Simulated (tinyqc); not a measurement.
One gate, two gates and a surrounding gate.

Below threshold the potential that source and drain add obeys Laplace's equation, vanishes on the gates and decays along the channel as exp(-k y). The same ts (depleted depth over a conducting body, body thickness or wire diameter), ti and permittivities in three geometries; k is the smallest positive root of: one gate, f(k) = eps_r sin(k ti) cos(k ts) + ei cos(k ti) sin(k ts); two gates, f(k) = ei cos(k ti) cos(k ts/2) - eps_r sin(k ti) sin(k ts/2); wire, f(k) = ei J0(u)[J1(u) Y0(v) - Y1(u) J0(v)] - eps_r J1(u)[J0(u) Y0(v) - Y0(u) J0(v)], u = k ts/2, v = u + k ti. Parabolic estimates of l: sqrt((eps_r/ei) ts ti); sqrt((eps_r/(2 ei)) ts ti (1 + ei ts/(4 eps_r ti))); sqrt([2 eps_r ts^2 ln(1 + 2 ti/ts) + ei ts^2]/(16 ei)), in the same order.

Inputs (values chosen for the exercise); permittivities: semiconductor made up, insulator close to that of hafnium oxide:
- eps_r = 12.2 (relative permittivity of the semiconductor)
- ei = 21.6 (relative permittivity of the insulator)
- ti = 3.8 nm (insulator thickness)
- ts = 6.8 nm (body thickness)

Scale lengths (nm):
```
,Lambda = pi/k,l = 1/k,l(parabolic)
one gate over a conducting body,9.880,3.145,3.820
two gates,12.22,3.890,3.616
wire,8.329,2.651,2.311
```

What do the numbers show?

The wire has the shortest scale length, 0.682 times that of the double gate; the single gate over a conducting body has 0.809 times it, its layer ending directly on a conductor where the double gate has a second insulator. The parabolic estimates are 21 % above, 7.0 % below and 13 % below the exact l, in the order of the rows.

Numbers from tinyqc (`OMP_NUM_THREADS=1 python tinyqc.py 2420095 2420096 out.jsonl`; about 0.01 s on one thread of a shared Intel Xeon 2.30GHz).
